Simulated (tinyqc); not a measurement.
Worked calculation: UHF in the 6-31g basis, for H2, spin multiplicity 3. Computed by tinyqc, a small Python program that keeps every step (integrals from PySCF). Settings: charge = 0, multiplicity = 3, basis = 6-31g, energy threshold = 1e-08, iteration cap = 89, orthogonalisation = symmetric, start = Wolfsberg-Helmholz matrix, DIIS depth = 0, method = UHF. Command: `OMP_NUM_THREADS=1 python tinyqc.py 26556 26557 out.jsonl` (the two numbers bound the seeds that draw the settings). One thread of a shared host (Intel(R) Xeon(R) Processor @ 2.60GHz), about 0.08 s of CPU time with the checks. Later iterations appear only in the table of the cycle.

## One-electron integrals

Geometry (angstrom):
```
atom         x         y         z
H     0.000000  0.000000  0.000000
H     0.000000  0.000000  1.357000
```

Basis 6-31g: exponents (1/bohr^2) and contraction coefficients of normalised primitives:
```
element  l (shell)   exponent  coefficient
H            s (1)  18.731137     0.033495
H            s (1)   2.825394     0.234727
H            s (1)   0.640122     0.813757
H            s (2)   0.161278     1.000000
```

Overlap, kinetic and nuclear-attraction integrals over the contracted functions; the nuclear repulsion is the sum of Za Zb / Rab.

nuclear repulsion = 0.38996110 hartree

overlap S, lower triangle:
```
          1H 1s     1H 2s     2H 1s     2H 2s
1H 1s  1.000000
1H 2s  0.658292  1.000000
2H 1s  0.089359  0.277545  1.000000
2H 2s  0.277545  0.588442  0.658292  1.000000
```

kinetic energy T (hartree), lower triangle:
```
           1H 1s     1H 2s     2H 1s     2H 2s
1H 1s   1.395678
1H 2s   0.259735  0.241917
2H 1s  -0.049013  0.046227  1.395678
2H 2s   0.046227  0.092029  0.259735  0.241917
```

nuclear attraction V (hartree), lower triangle:
```
           1H 1s      1H 2s      2H 1s      2H 2s
1H 1s  -2.043181
1H 2s  -0.998753  -1.015436
2H 1s  -0.139946  -0.422929  -2.043181
2H 2s  -0.422929  -0.639680  -0.998753  -1.015436
```

core Hamiltonian H = T + V (hartree), lower triangle:
```
           1H 1s      1H 2s      2H 1s      2H 2s
1H 1s  -0.647503
1H 2s  -0.739018  -0.773519
2H 1s  -0.188960  -0.376702  -0.647503
2H 2s  -0.376702  -0.547650  -0.739018  -0.773519
```

## Two-electron integrals

Functions are numbered as in S; the eight-fold symmetry (ij|kl) = (ji|kl) = (kl|ij) leaves the list below.

Two-electron integrals (ij|kl) in chemists' order, unique and non-zero (hartree):
```
(11|11) 1.076566   (21|11) 0.578470   (21|21) 0.329423   (22|11) 0.587396
(22|21) 0.361304   (22|22) 0.453150   (31|11) 0.062216   (31|21) 0.037528
(31|22) 0.044889   (31|31) 0.007218   (32|11) 0.129264   (32|21) 0.082837
(32|22) 0.112569   (32|31) 0.018107   (32|32) 0.057680   (33|11) 0.389258
(33|21) 0.254812   (33|22) 0.366719   (33|31) 0.062216   (33|32) 0.232142
(33|33) 1.076566   (41|11) 0.232142   (41|21) 0.133702   (41|22) 0.149300
(41|31) 0.018107   (41|32) 0.041162   (41|33) 0.129264   (41|41) 0.057680
(42|11) 0.300387   (42|21) 0.187893   (42|22) 0.244848   (42|31) 0.030129
(42|32) 0.084908   (42|33) 0.300387   (42|41) 0.084908   (42|42) 0.156910
(43|11) 0.254812   (43|21) 0.165970   (43|22) 0.236579   (43|31) 0.037528
(43|32) 0.133702   (43|33) 0.578470   (43|41) 0.082837   (43|42) 0.187893
(43|43) 0.329423   (44|11) 0.366719   (44|21) 0.236579   (44|22) 0.333307
(44|31) 0.044889   (44|32) 0.149300   (44|33) 0.587396   (44|41) 0.112569
(44|42) 0.244848   (44|43) 0.361304   (44|44) 0.453150
```

## Orthogonalisation

S = U s U^T; symmetric (Loewdin) form X = U s^(-1/2) U^T, so that X^T S X = 1.

eigenvalues of S: 0.205863  0.370365  1.116336  2.307436

X, lower triangle:
```
           1H 1s      1H 2s      2H 1s     2H 2s
1H 1s   1.254093
1H 2s  -0.500845   1.471883
2H 1s   0.023530   0.025039   1.254093
2H 2s   0.025039  -0.448009  -0.500845  1.471883
```

## Starting guess

The start is the generalised Wolfsberg-Helmholz matrix (K = 1.75) built on H; D(s) = C_occ C_occ^T for each spin.

D(alpha) at the start, lower triangle:
```
           1H 1s      1H 2s     2H 1s     2H 2s
1H 1s   0.370440
1H 2s   0.286241   0.303124
2H 1s  -0.286699  -0.111204  0.370440
2H 2s  -0.111204   0.062746  0.286241  0.303124
```

D(beta) at the start, lower triangle:
```
          1H 1s     1H 2s     2H 1s     2H 2s
1H 1s  0.000000
1H 2s  0.000000  0.000000
2H 1s  0.000000  0.000000  0.000000
2H 2s  0.000000  0.000000  0.000000  0.000000
```

## Iteration 1: building the Fock matrix

J_ij = sum D_kl (ij|kl) with D = D(alpha) + D(beta), K_ij = sum D_kl (ik|jl) for each spin; F = H + J - K(s); E = tr D H + tr D J / 2 - 0.5 sum_s tr D(s) K(s) + E_nn.

Coulomb J (hartree), lower triangle:
```
          1H 1s     1H 2s     2H 1s     2H 2s
1H 1s  1.230896
1H 2s  0.727419  0.880860
2H 1s  0.107865  0.315512  1.230896
2H 2s  0.315512  0.550767  0.727419  0.880860
```

exchange K(alpha) (hartree), lower triangle:
```
          1H 1s     1H 2s     2H 1s     2H 2s
1H 1s  0.781475
1H 2s  0.549954  0.500174
2H 1s  0.030428  0.224713  0.781475
2H 2s  0.224713  0.340406  0.549954  0.500174
```

exchange K(beta) (hartree), lower triangle:
```
          1H 1s     1H 2s     2H 1s     2H 2s
1H 1s  0.000000
1H 2s  0.000000  0.000000
2H 1s  0.000000  0.000000  0.000000
2H 2s  0.000000  0.000000  0.000000  0.000000
```

F(alpha) (hartree), lower triangle:
```
           1H 1s      1H 2s      2H 1s      2H 2s
1H 1s  -0.198081
1H 2s  -0.561554  -0.392834
2H 1s  -0.111523  -0.285903  -0.198081
2H 2s  -0.285903  -0.337289  -0.561554  -0.392834
```

F(beta) (hartree), lower triangle:
```
           1H 1s      1H 2s      2H 1s     2H 2s
1H 1s   0.583393
1H 2s  -0.011600   0.107340
2H 1s  -0.081095  -0.061190   0.583393
2H 2s  -0.061190   0.003117  -0.011600  0.107340
```

total energy of this density = -0.84339148 hartree

## Iteration 1: diagonalisation and new density

Diagonalise F' = X^T F X, C = X C', fill 2 alpha and 0 beta electrons from the bottom; D(s) = C_occ C_occ^T. Each column has its largest component positive (the first on a tie).

F' = X^T F X (alpha) (hartree), lower triangle:
```
           1          2          3         4
1   0.285001
2  -0.685956   0.159076
3   0.074671  -0.070580   0.285001
4  -0.070580  -0.168866  -0.685956  0.159076
```

orbital energies (alpha) (hartree): MO1 -0.603822, MO2 -0.349043, MO3 0.887315, MO4 0.953705

coefficients C (alpha):
```
            MO1        MO2        MO3        MO4
1H 1s  0.293304   0.393759  -0.860450   0.918329
1H 2s  0.361648   0.637982   1.254690  -0.711734
2H 1s  0.293304  -0.393759   0.860450   0.918329
2H 2s  0.361648  -0.637982  -1.254690  -0.711734
```

F' = X^T F X (beta) (hartree), lower triangle:
```
           1          2          3         4
1   0.952141
2  -0.437611   0.384114
3  -0.018724  -0.033244   0.952141
4  -0.033244  -0.083682  -0.437611  0.384114
```

orbital energies (beta) (hartree): MO1 0.049586, MO2 0.243114, MO3 1.184262, MO4 1.195547

coefficients C (beta):
```
            MO1        MO2        MO3        MO4
1H 1s  0.127835   0.097576   0.955518  -0.941222
1H 2s  0.480778   1.006076  -0.637344   0.984418
2H 1s  0.127835  -0.097576   0.955518   0.941222
2H 2s  0.480778  -1.006076  -0.637344  -0.984418
```

D(alpha) after iteration 1, lower triangle:
```
           1H 1s      1H 2s     2H 1s     2H 2s
1H 1s   0.241073
1H 2s   0.357284   0.537811
2H 1s  -0.069019  -0.145138  0.241073
2H 2s  -0.145138  -0.276232  0.357284  0.537811
```

D(beta) after iteration 1, lower triangle:
```
          1H 1s     1H 2s     2H 1s     2H 2s
1H 1s  0.000000
1H 2s  0.000000  0.000000
2H 1s  0.000000  0.000000  0.000000
2H 2s  0.000000  0.000000  0.000000  0.000000
```

## Iteration 2: building the Fock matrix

As before.

Coulomb J (hartree), lower triangle:
```
          1H 1s     1H 2s     2H 1s     2H 2s
1H 1s  1.182493
1H 2s  0.704582  0.862725
2H 1s  0.103760  0.304593  1.182493
2H 2s  0.304593  0.536580  0.704582  0.862725
```

exchange K(alpha) (hartree), lower triangle:
```
          1H 1s     1H 2s     2H 1s     2H 2s
1H 1s  0.735023
1H 2s  0.550636  0.506345
2H 1s  0.074480  0.229630  0.735023
2H 2s  0.229630  0.325746  0.550636  0.506345
```

exchange K(beta) (hartree), lower triangle:
```
          1H 1s     1H 2s     2H 1s     2H 2s
1H 1s  0.000000
1H 2s  0.000000  0.000000
2H 1s  0.000000  0.000000  0.000000
2H 2s  0.000000  0.000000  0.000000  0.000000
```

F(alpha) (hartree), lower triangle:
```
           1H 1s      1H 2s      2H 1s      2H 2s
1H 1s  -0.200033
1H 2s  -0.585073  -0.417139
2H 1s  -0.159679  -0.301738  -0.200033
2H 2s  -0.301738  -0.336816  -0.585073  -0.417139
```

F(beta) (hartree), lower triangle:
```
           1H 1s      1H 2s      2H 1s     2H 2s
1H 1s   0.534990
1H 2s  -0.034436   0.089205
2H 1s  -0.085199  -0.072109   0.534990
2H 2s  -0.072109  -0.011070  -0.034436  0.089205
```

total energy of this density = -0.93554404 hartree

## Iteration 2: diagonalisation and new density

As before.

F' = X^T F X (alpha) (hartree), lower triangle:
```
           1          2          3         4
1   0.301860
2  -0.707696   0.128564
3   0.018471  -0.067160   0.301860
4  -0.067160  -0.136337  -0.707696  0.128564
```

orbital energies (alpha) (hartree): MO1 -0.635752, MO2 -0.366458, MO3 0.914748, MO4 0.948310

coefficients C (alpha):
```
            MO1        MO2        MO3        MO4
1H 1s  0.307436   0.345994  -0.880743   0.913695
1H 2s  0.350625   0.705809   1.217827  -0.717229
2H 1s  0.307436  -0.345994   0.880743   0.913695
2H 2s  0.350625  -0.705809  -1.217827  -0.717229
```

F' = X^T F X (beta) (hartree), lower triangle:
```
           1          2          3         4
1   0.899772
2  -0.439076   0.376303
3  -0.018344  -0.035911   0.899772
4  -0.035911  -0.088754  -0.439076  0.376303
```

orbital energies (beta) (hartree): MO1 0.024323, MO2 0.229139, MO3 1.144655, MO4 1.154034

coefficients C (beta):
```
            MO1        MO2        MO3        MO4
1H 1s  0.143625   0.118519   0.953272  -0.938815
1H 2s  0.470168   0.983898  -0.645211   1.006585
2H 1s  0.143625  -0.118519   0.953272   0.938815
2H 2s  0.470168  -0.983898  -0.645211  -1.006585
```

D(alpha) after iteration 2, lower triangle:
```
           1H 1s      1H 2s     2H 1s     2H 2s
1H 1s   0.214229
1H 2s   0.352001   0.621105
2H 1s  -0.025195  -0.136411  0.214229
2H 2s  -0.136411  -0.375228  0.352001  0.621105
```

D(beta) after iteration 2, lower triangle:
```
          1H 1s     1H 2s     2H 1s     2H 2s
1H 1s  0.000000
1H 2s  0.000000  0.000000
2H 1s  0.000000  0.000000  0.000000
2H 2s  0.000000  0.000000  0.000000  0.000000
```

## Iteration 3: building the Fock matrix

As before.

Coulomb J (hartree), lower triangle:
```
          1H 1s     1H 2s     2H 1s     2H 2s
1H 1s  1.166097
1H 2s  0.696646  0.856328
2H 1s  0.102404  0.300917  1.166097
2H 2s  0.300917  0.531808  0.696646  0.856328
```

exchange K(alpha) (hartree), lower triangle:
```
          1H 1s     1H 2s     2H 1s     2H 2s
1H 1s  0.715557
1H 2s  0.545399  0.506079
2H 1s  0.084810  0.229998  0.715557
2H 2s  0.229998  0.321953  0.545399  0.506079
```

exchange K(beta) (hartree), lower triangle:
```
          1H 1s     1H 2s     2H 1s     2H 2s
1H 1s  0.000000
1H 2s  0.000000  0.000000
2H 1s  0.000000  0.000000  0.000000
2H 2s  0.000000  0.000000  0.000000  0.000000
```

F(alpha) (hartree), lower triangle:
```
           1H 1s      1H 2s      2H 1s      2H 2s
1H 1s  -0.196963
1H 2s  -0.587772  -0.423270
2H 1s  -0.171365  -0.305784  -0.196963
2H 2s  -0.305784  -0.337794  -0.587772  -0.423270
```

F(beta) (hartree), lower triangle:
```
           1H 1s      1H 2s      2H 1s     2H 2s
1H 1s   0.518594
1H 2s  -0.042373   0.082809
2H 1s  -0.086555  -0.075785   0.518594
2H 2s  -0.075785  -0.015842  -0.042373  0.082809
```

total energy of this density = -0.94082228 hartree

## Iteration 3: diagonalisation and new density

As before.

F' = X^T F X (alpha) (hartree), lower triangle:
```
           1          2          3         4
1   0.307713
2  -0.708918   0.118334
3   0.005146  -0.067587   0.307713
4  -0.067587  -0.128939  -0.708918  0.118334
```

orbital energies (alpha) (hartree): MO1 -0.642042, MO2 -0.367007, MO3 0.916847, MO4 0.944295

coefficients C (alpha):
```
            MO1        MO2        MO3        MO4
1H 1s  0.308940   0.333341  -0.885609   0.913188
1H 2s  0.349444   0.723183   1.207591  -0.717805
2H 1s  0.308940  -0.333341   0.885609   0.913188
2H 2s  0.349444  -0.723183  -1.207591  -0.717805
```

F' = X^T F X (beta) (hartree), lower triangle:
```
           1          2          3         4
1   0.882224
2  -0.439805   0.373325
3  -0.018181  -0.036771   0.882224
4  -0.036771  -0.090187  -0.439805  0.373325
```

orbital energies (beta) (hartree): MO1 0.015480, MO2 0.223531, MO3 1.131701, MO4 1.140386

coefficients C (beta):
```
            MO1        MO2        MO3        MO4
1H 1s  0.149040   0.125665   0.952440  -0.937885
1H 2s  0.466494   0.976204  -0.647872   1.014049
2H 1s  0.149040  -0.125665   0.952440   0.937885
2H 2s  0.466494  -0.976204  -0.647872  -1.014049
```

D(alpha) after iteration 3, lower triangle:
```
           1H 1s      1H 2s     2H 1s     2H 2s
1H 1s   0.206560
1H 2s   0.349024   0.645105
2H 1s  -0.015672  -0.133109  0.206560
2H 2s  -0.133109  -0.400883  0.349024  0.645105
```

D(beta) after iteration 3, lower triangle:
```
          1H 1s     1H 2s     2H 1s     2H 2s
1H 1s  0.000000
1H 2s  0.000000  0.000000
2H 1s  0.000000  0.000000  0.000000
2H 2s  0.000000  0.000000  0.000000  0.000000
```

## Iteration 4: building the Fock matrix

As before.

Coulomb J (hartree), lower triangle:
```
          1H 1s     1H 2s     2H 1s     2H 2s
1H 1s  1.160953
1H 2s  0.694160  0.854348
2H 1s  0.101989  0.299782  1.160953
2H 2s  0.299782  0.530361  0.694160  0.854348
```

exchange K(alpha) (hartree), lower triangle:
```
          1H 1s     1H 2s     2H 1s     2H 2s
1H 1s  0.709090
1H 2s  0.543385  0.506094
2H 1s  0.087103  0.229869  0.709090
2H 2s  0.229869  0.321166  0.543385  0.506094
```

exchange K(beta) (hartree), lower triangle:
```
          1H 1s     1H 2s     2H 1s     2H 2s
1H 1s  0.000000
1H 2s  0.000000  0.000000
2H 1s  0.000000  0.000000  0.000000
2H 2s  0.000000  0.000000  0.000000  0.000000
```

F(alpha) (hartree), lower triangle:
```
           1H 1s      1H 2s      2H 1s      2H 2s
1H 1s  -0.195640
1H 2s  -0.588244  -0.425265
2H 1s  -0.174074  -0.306789  -0.195640
2H 2s  -0.306789  -0.338455  -0.588244  -0.425265
```

F(beta) (hartree), lower triangle:
```
           1H 1s      1H 2s      2H 1s     2H 2s
1H 1s   0.513450
1H 2s  -0.044859   0.080829
2H 1s  -0.086971  -0.076920   0.513450
2H 2s  -0.076920  -0.017289  -0.044859  0.080829
```

total energy of this density = -0.94116075 hartree

## Iteration 4: diagonalisation and new density

As before.

F' = X^T F X (alpha) (hartree), lower triangle:
```
           1          2          3         4
1   0.309702
2  -0.708909   0.115064
3   0.002090  -0.067725   0.309702
4  -0.067725  -0.127328  -0.708909  0.115064
```

orbital energies (alpha) (hartree): MO1 -0.643593, MO2 -0.367011, MO3 0.917015, MO4 0.943120

coefficients C (alpha):
```
            MO1        MO2        MO3        MO4
1H 1s  0.308789   0.329915  -0.886891   0.913239
1H 2s  0.349563   0.727846   1.204786  -0.717747
2H 1s  0.308789  -0.329915   0.886891   0.913239
2H 2s  0.349563  -0.727846  -1.204786  -0.717747
```

F' = X^T F X (beta) (hartree), lower triangle:
```
           1          2          3         4
1   0.876721
2  -0.440043   0.372392
3  -0.018127  -0.037040   0.876721
4  -0.037040  -0.090578  -0.440043  0.372392
```

orbital energies (beta) (hartree): MO1 0.012730, MO2 0.221698, MO3 1.127678, MO4 1.136119

coefficients C (beta):
```
            MO1        MO2        MO3        MO4
1H 1s  0.150770   0.127911   0.952168  -0.937581
1H 2s  0.465317   0.973772  -0.648718   1.016384
2H 1s  0.150770  -0.127911   0.952168   0.937581
2H 2s  0.465317  -0.973772  -0.648718  -1.016384
```

D(alpha) after iteration 4, lower triangle:
```
           1H 1s      1H 2s     2H 1s     2H 2s
1H 1s   0.204194
1H 2s   0.348068   0.651955
2H 1s  -0.013493  -0.132186  0.204194
2H 2s  -0.132186  -0.407566  0.348068  0.651955
```

D(beta) after iteration 4, lower triangle:
```
          1H 1s     1H 2s     2H 1s     2H 2s
1H 1s  0.000000
1H 2s  0.000000  0.000000
2H 1s  0.000000  0.000000  0.000000
2H 2s  0.000000  0.000000  0.000000  0.000000
```

## Iteration 9 (converged): orbitals

converged F(alpha) (hartree), lower triangle:
```
           1H 1s      1H 2s      2H 1s      2H 2s
1H 1s  -0.194942
1H 2s  -0.588374  -0.426237
2H 1s  -0.174905  -0.307126  -0.194942
2H 2s  -0.307126  -0.338896  -0.588374  -0.426237
```

converged F(beta) (hartree), lower triangle:
```
           1H 1s      1H 2s      2H 1s     2H 2s
1H 1s   0.511133
1H 2s  -0.045973   0.079956
2H 1s  -0.087154  -0.077422   0.511133
2H 2s  -0.077422  -0.017917  -0.045973  0.079956
```

As before.

F' = X^T F X (alpha) (hartree), lower triangle:
```
           1          2          3         4
1   0.310669
2  -0.708838   0.113561
3   0.001155  -0.067746   0.310669
4  -0.067746  -0.126879  -0.708838  0.113561
```

orbital energies (alpha) (hartree): MO1 -0.644165, MO2 -0.367045, MO3 0.916999, MO4 0.942671

coefficients C (alpha):
```
            MO1        MO2        MO3        MO4
1H 1s  0.308477   0.328582  -0.887386   0.913344
1H 2s  0.349808   0.729656   1.203691  -0.717627
2H 1s  0.308477  -0.328582   0.887386   0.913344
2H 2s  0.349808  -0.729656  -1.203691  -0.717627
```

F' = X^T F X (beta) (hartree), lower triangle:
```
           1          2          3         4
1   0.874239
2  -0.440150   0.371980
3  -0.018101  -0.037162   0.874239
4  -0.037162  -0.090730  -0.440150  0.371980
```

orbital energies (beta) (hartree): MO1 0.011512, MO2 0.220858, MO3 1.125875, MO4 1.134192

coefficients C (beta):
```
            MO1        MO2        MO3        MO4
1H 1s  0.151562   0.128921   0.952042  -0.937443
1H 2s  0.464776   0.972677  -0.649105   1.017433
2H 1s  0.151562  -0.128921   0.952042   0.937443
2H 2s  0.464776  -0.972677  -0.649105  -1.017433
```

D(alpha) after iteration 9, lower triangle:
```
           1H 1s      1H 2s     2H 1s     2H 2s
1H 1s   0.203124
1H 2s   0.347659   0.654763
2H 1s  -0.012808  -0.131844  0.203124
2H 2s  -0.131844  -0.410032  0.347659  0.654763
```

D(beta) after iteration 9, lower triangle:
```
          1H 1s     1H 2s     2H 1s     2H 2s
1H 1s  0.000000
1H 2s  0.000000  0.000000
2H 1s  0.000000  0.000000  0.000000
2H 2s  0.000000  0.000000  0.000000  0.000000
```

## Convergence

Stop when the energy changes by less than 1e-08 hartree and every element of the error matrix X^T (F D S - S D F) X (for each spin) is below 3e-05.

Course of the cycle:
```
iteration  E (hartree)     change  largest element of the error matrix
1          -0.84339148          -                             2.06e-01
2          -0.93554404  -9.22e-02                             4.73e-02
3          -0.94082228  -5.28e-03                             1.05e-02
4          -0.94116075  -3.38e-04                             2.61e-03
5          -0.94118537  -2.46e-05                             8.46e-04
6          -0.94118736  -1.99e-06                             2.70e-04
7          -0.94118754  -1.74e-07                             8.51e-05
8          -0.94118755  -1.58e-08                             2.67e-05
9          -0.94118755  -1.48e-09                             8.34e-06
```

PySCF UHF in the same basis, after a stability check = -0.94118755 hartree

Converged in 9 iterations.

## Populations, bond orders and dipole

Mulliken: Z minus the diagonal of D S on the atom; Loewdin: the same with S^(1/2) D S^(1/2); Mayer order: 2 sum_s sum (D(s) S)_ij (D(s) S)_ji over the two atoms.

Charges (e):
```
atom  Mulliken  Loewdin  Mulliken spin
1H           0        0       1.000000
2H    0.000000        0       1.000000
```

Mayer bond orders:
```
pair      order
2-1   -0.090314
```

dipole moment about the origin, x y z (debye): 0.000000  0.000000  0.000000

<S^2> of the determinant (pure state: 2) = 2.000000
